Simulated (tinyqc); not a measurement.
Global model of a low-pressure process discharge: electron temperature, density, ion flux and ion energy: one step, computed by the program tinyqc.

Maxwellian electrons with temperature T_e in eV, one positive ion, no negative ions, uniform bulk density n; rate constants have the Arrhenius form.

Task: Electron temperature. Particle balance: K0 exp(-E_iz/T_e) n_g d_eff = u_B, u_B = sqrt(e T_e/M). Root found by bracketing.

Inputs (values chosen for the exercise, of the order of those of an inductive discharge in a simple atomic gas):
```
quantity,value,unit
ion mass M,19,u
ionisation prefactor K0,6.3e-14,m^3/s
ionisation energy E_iz,13.3,eV
gas temperature T_g,300,K
```

gas density n_g = 5.794376e+19 1/m^3

d_eff = 9.277950 cm

Constants: e = 1.602176634e-19 C; u = 1.6605390666e-27 kg.

Give: T_e; Bohm velocity u_B; K_iz.

Result:

T_e = 2.977 eV

Bohm velocity u_B = 3888 m/s

K_iz = 7.233e-16 m^3/s
